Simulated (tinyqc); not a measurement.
Inside a calculation. Method: inverse iteration on a symmetric matrix. Computed by tinyqc, a small Python program that keeps every step. Settings: method = inverse, shift = 1.68. Command: `OMP_NUM_THREADS=1 python tinyqc.py 21012 21013 out.jsonl` (the two numbers bound the seeds that draw the settings). One thread of a shared host (Intel(R) Xeon(R) Processor @ 2.60GHz), about 0.01 s of CPU time with the checks.

## Step 1

A, lower triangle:
```
           1          2          3         4         5
1   0.069000
2   0.600000   0.290000
3  -0.114000  -0.122000   0.564000
4  -0.695000   0.770000  -1.060000  1.047000
5  -0.488000  -0.429000  -0.155000  0.378000  1.071000
```

vector v at the start: 0.447214  0.447214  0.447214  0.447214  0.447214

shift = 1.680000

solve (A - shift) w = v; v' = w/|w| with its largest component positive (the first on a tie); lambda = v'^T A v'.

vector after step 1: 0.606020  0.605958  0.385729  -0.075980  -0.333160

Rayleigh quotient after step 1 = 1.155476

## Step 2

As before.

vector after step 2: -0.382253  -0.601455  0.204744  -0.263827  0.616935

Rayleigh quotient after step 2 = 1.547953

## Step 3

As before.

vector after step 3: -0.395848  -0.545145  0.169922  -0.150023  0.703378

Rayleigh quotient after step 3 = 1.544964

## Course of the iteration

Stop when the residual |A v - lambda v| is below 1e-9.

Steps:
```
step      lambda  residual
1     1.15547624  8.36e-01
2     1.54795312  1.34e-01
3     1.54496438  2.16e-02
4     1.54452681  4.41e-03
5     1.54450332  9.59e-04
6     1.54450217  2.11e-04
7     1.54450211  4.65e-05
8     1.54450211  1.02e-05
9     1.54450211  2.26e-06
10    1.54450211  4.98e-07
11    1.54450211  1.10e-07
12    1.54450211  2.42e-08
13    1.54450211  5.33e-09
14    1.54450211  1.17e-09
15    1.54450211  2.59e-10
```

all eigenvalues, for comparison: -1.136587  0.132048  0.206283  1.544502  2.294754

Converged in 15 steps.
